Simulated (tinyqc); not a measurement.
From results back to parameters: five-level k.p model folded onto the conduction band. Two cases, with inputs chosen for the exercise.

Problem. The levels are known; the mass and the g factor at E = Eg are given. Find Ep and Ep2.

Second-order sums for the lowest conduction level at E: 1/m = 1 + Cm + (Ep/3)(2/E + 1/(E + Dso)) - (Ep2/3)(2/(E7 + D2 - E) + 1/(E7 - E)); g/2 = 1 + Cg - (Ep/3)(1/E - 1/(E + Dso)) - (Ep2/3)(1/(E7 - E) - 1/(E7 + D2 - E)). E is counted from the top of the valence band; E = Eg at the edge.

Case 1.

Values chosen (near those of ZnSe; shifted at random, so the results belong to these values and not to a real crystal):
- Eg = 2.841 eV (gap at Gamma to the s-like level)
- Dso = 0.393 eV (spin-orbit splitting)
- E7 = 7.09 eV (upper Gamma7 conduction level, from the valence top)
- D2 = 0.11 eV (its spin-orbit splitting, Gamma8 above Gamma7)
- Cm = -2.5 (remote term in 1/m)
- Cg = -0.02 (remote term in g/2)

m = 0.15911555 m0
g = 1.239259

Case 2.

Values chosen (near those of InP; shifted at random, so the results belong to these values and not to a real crystal):
- Eg = 1.421 eV (gap at Gamma to the s-like level)
- Dso = 0.108 eV (spin-orbit splitting)
- E7 = 4.62 eV (upper Gamma7 conduction level, from the valence top)
- D2 = 0.06 eV (its spin-orbit splitting, Gamma8 above Gamma7)
- Cm = -1.4 (remote term in 1/m)
- Cg = -0.02 (remote term in g/2)

m = 0.07780202 m0
g = 1.270305

Find: coefficients of (Ep, Ep2); right-hand sides 1/m - 1 - Cm and 1 + Cg - g/2; Ep, Ep2.

Solution. Both sums are linear in Ep and Ep2, so two equations fix them.

Case 1.

coefficients of (Ep, Ep2) (1/eV):
```
         1         2
1  0.33773  -0.23139
2  0.01426   0.00198
```

right-hand sides 1/m - 1 - Cm and 1 + Cg - g/2: 7.7847  0.3604

Ep, Ep2 (eV): 24.90  2.70

Case 2.

coefficients of (Ep, Ep2) (1/eV):
```
         1         2
1  0.68716  -0.30876
2  0.01657   0.00192
```

right-hand sides 1/m - 1 - Cm and 1 + Cg - g/2: 13.2531  0.3448

Ep, Ep2 (eV): 20.50  2.70

Computed by tinyqc, one run a case: `OMP_NUM_THREADS=1 python tinyqc.py N N+1 out.jsonl` with N = 1050187, 1050205; one thread of a shared Intel(R) Xeon(R) Processor @ 2.30GHz, about 0.01 s a run at most.
